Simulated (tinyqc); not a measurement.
Inside a calculation. Model: double-gate transistor below threshold, two-dimensional Poisson equation on a small mesh.

Numbers from tinyqc (`OMP_NUM_THREADS=1 python tinyqc.py 2480075 2480076 out.jsonl`; about 0.09 s on one thread of a shared Intel Xeon 2.30GHz). Printed values are rounded.

Half of a symmetric double-gate structure: row 0 is the mid-plane of the body, where the normal field vanishes. Mobile charge is neglected (subthreshold), the body is fully depleted, and potentials are counted from the intrinsic level; rows run upward to the gate, columns from source to drain.

Inputs (values chosen for the exercise); semiconductor permittivity made up: temperature T = 250 K; relative permittivity of the semiconductor eps_r = 10.9; relative permittivity of the insulator eox = 9; half the body thickness tb = 3 nm; insulator thickness tox = 3.2 nm; channel length L = 23 nm; acceptor density of the depleted body Na = 0 cm^-3; potential of the source Vbi = 0.59 V; gate offset Vfb = 0.1 V; gate voltage Vg = 0.05 V; drain voltage Vd = 1 V.

Constants: q = 1.602176634e-19 C, kB = 1.380649e-23 J/K, Vt = kB T/q, eps0 = 8.8541878128e-14 F/cm where lengths are in cm. Results are converted to the units shown.

## Coefficients of the five-point equations

Mesh: rows i = 0..2 in the semiconductor (step hs = tb/2, row 2 on the interface), then 1 step(s) ho = tox/1 up to the gate row 3; columns j = 0..5 (step hy = L/5). Box integration, divided by eps0: up_i = eps hy/h of the interval above row i, dn_i = that of the interval below (0 for row 0), lat_i = (sum of eps h/2 over the intervals above and below)/hy, s_i = -q Na w_i hy/eps0 with w_i the semiconductor height of the box (hs/2 for row 0 and the interface row, hs between, 0 in the insulator). Each free node obeys (up + dn + 2 lat) psi = up psi(above) + dn psi(below) + lat [psi(left) + psi(right)] + s.

| row | up | dn | lat | s (V) |
|---|---|---|---|---|
| 0 | 33.42667 | 0 | 1.777174 | 0 |
| 1 | 33.42667 | 33.42667 | 3.554348 | 0 |
| 2 | 12.93750 | 33.42667 | 4.907609 | 0 |

## Iteration 1: over-relaxation sweep (omega = 1.4)

psi at the start (fixed values on the edges, free nodes at the gate value) (V):

|  | j=0 | j=1 | j=2 | j=3 | j=4 | j=5 |
|---|---|---|---|---|---|---|
| row 0 | 0.590000 | -0.050000 | -0.050000 | -0.050000 | -0.050000 | 1.590000 |
| row 1 | 0.590000 | -0.050000 | -0.050000 | -0.050000 | -0.050000 | 1.590000 |
| row 2 | 0.590000 | -0.050000 | -0.050000 | -0.050000 | -0.050000 | 1.590000 |
| row 3 | -0.050000 | -0.050000 | -0.050000 | -0.050000 | -0.050000 | -0.050000 |

Free nodes: rows 0..2, columns 1..4, taken row by row from row 0, left to right. t = (up psi(above) + dn psi(below) + lat [psi(left) + psi(right)] + s)/(up + dn + 2 lat), with the newest neighbours; psi(new) = psi + 1.4 (t - psi).

psi after iteration 1 (V):

|  | j=0 | j=1 | j=2 | j=3 | j=4 | j=5 |
|---|---|---|---|---|---|---|
| row 0 | 0.590000 | -0.006941 | -0.047103 | -0.049805 | 0.060351 | 1.590000 |
| row 1 | 0.590000 | 0.020303 | -0.043437 | -0.049435 | 0.130197 | 1.590000 |
| row 2 | 0.590000 | 0.086833 | -0.027799 | -0.046814 | 0.301063 | 1.590000 |
| row 3 | -0.050000 | -0.050000 | -0.050000 | -0.050000 | -0.050000 | -0.050000 |

## Iteration 2: over-relaxation sweep (omega = 1.4)

As before.

psi after iteration 2 (V):

|  | j=0 | j=1 | j=2 | j=3 | j=4 | j=5 |
|---|---|---|---|---|---|---|
| row 0 | 0.590000 | 0.064994 | -0.035104 | -0.040937 | 0.244835 | 1.590000 |
| row 1 | 0.590000 | 0.124715 | -0.017360 | -0.028156 | 0.398402 | 1.590000 |
| row 2 | 0.590000 | 0.121790 | -0.010292 | 0.014712 | 0.391576 | 1.590000 |
| row 3 | -0.050000 | -0.050000 | -0.050000 | -0.050000 | -0.050000 | -0.050000 |

## Course of the iteration: over-relaxation sweep (omega = 1.4)

Stop when the largest change of psi is below 1e-7 V, or after 400 iterations. Fixed values: gate row Vg - Vfb; column 0 at Vbi and the last column at Vbi + Vd in the semiconductor, each running linearly to Vg - Vfb across the insulator.

Course of the iteration:

| iteration | psi at row 0, j = 2 (V) | largest \|change\| of one entry (V) |
|---|---|---|
| 1 | -0.04710307 | 0.351 |
| 2 | -0.03510411 | 0.268 |
| 3 | 6.995600e-4 | 0.268 |
| 4 | 0.02577842 | 0.0987 |
| 5 | 0.05841901 | 0.0624 |
| 6 | 0.08415189 | 0.0390 |
| 7 | 0.1061836 | 0.0220 |
| 8 | 0.1182944 | 0.0121 |
| 9 | 0.1252388 | 6.94e-3 |
| ... | ... | ... |
| 20 | 0.1325371 | 7.60e-6 |
| 21 | 0.1325412 | 4.11e-6 |
| 22 | 0.1325434 | 2.23e-6 |
| 23 | 0.1325446 | 1.21e-6 |
| 24 | 0.1325453 | 6.61e-7 |
| 25 | 0.1325456 | 3.59e-7 |
| 26 | 0.1325458 | 1.95e-7 |
| 27 | 0.1325460 | 1.06e-7 |
| 28 | 0.1325460 | 5.77e-8 |

Converged in 28 iterations. At the end each change is about 0.54 times the one before: linear convergence.

## Barrier, swing and barrier lowering

converged psi (V):

|  | j=0 | j=1 | j=2 | j=3 | j=4 | j=5 |
|---|---|---|---|---|---|---|
| row 0 | 0.590000 | 0.235353 | 0.132546 | 0.227822 | 0.620264 | 1.590000 |
| row 1 | 0.590000 | 0.221964 | 0.122015 | 0.212023 | 0.589572 | 1.590000 |
| row 2 | 0.590000 | 0.180068 | 0.091285 | 0.165649 | 0.492646 | 1.590000 |
| row 3 | -0.050000 | -0.050000 | -0.050000 | -0.050000 | -0.050000 | -0.050000 |

d psi/dVg on row 0: j=0 0.0000000, j=1 0.5808695, j=2 0.7980841, j=3 0.7980841, j=4 0.5808695, j=5 0.0000000
d psi/dVd on row 0: j=0 0.000000, j=1 0.017110, j=2 0.053320, j=3 0.148596, j=4 0.402021, j=5 1.000000

The barrier is read along row 0, the path farthest from the gate. Take the node j of lowest psi: barrier Vbi - psi_j; swing Vt ln 10/(d psi_j/dVg); DIBL = (d psi_j/dVd)/(d psi_j/dVg). The derivatives solve the same equations with s = 0 and a unit change of that voltage.

j = 2
barrier = 0.4574539 V
swing = 62.15556 mV/decade
DIBL = 66.80984 mV/V

A mesh of 12, 8 and 80 steps (semiconductor, insulator, channel) gives a barrier of 0.492 V, a swing of 59.1 mV a decade and a DIBL of 53.1 mV/V; the small mesh puts the barrier 7.1 % below that.
